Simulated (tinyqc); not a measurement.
Grain growth, pinning, strength and diffusional creep of a polycrystal or thin film: one step, computed by the program tinyqc.

One mean grain size d describes the structure.

Problem. Yield stress. Hall-Petch term k_y/sqrt(d). Orowan term 3.06 x 0.4 G b ln(2 rbar/b)/(pi lambda sqrt(1 - nu)) with nu = 1/3, rbar = sqrt(2/3) r, lambda = rbar (sqrt(pi/f) - 2). Film term (threading dislocation, matched substrate, the geometry of an fcc (111) film taken for all cases): 3.464 G b ln(2 h/b)/(4 pi (1 - nu) h). The terms are added to sigma_0.

Inputs (values chosen for the exercise, modelled on aluminium):
```
quantity                      value       unit
shear modulus G                25.3        GPa
Burgers vector b              2.863   angstrom
anneal temperature T            381          K
particle volume fraction f  0.00017          -
particle radius r                11         nm
film thickness h                110         nm
friction stress sigma_0          19        MPa
Hall-Petch slope k_y          0.051  MPa m^0.5
```

Sample: thin film on a substrate.

grain size d = 159.8631 nm

Give: Hall-Petch term; Orowan term; film term; yield stress.

Solution.

Hall-Petch term = 127.6 MPa

Orowan term = 11.89 MPa

film term = 180.9 MPa

yield stress = 339.4 MPa
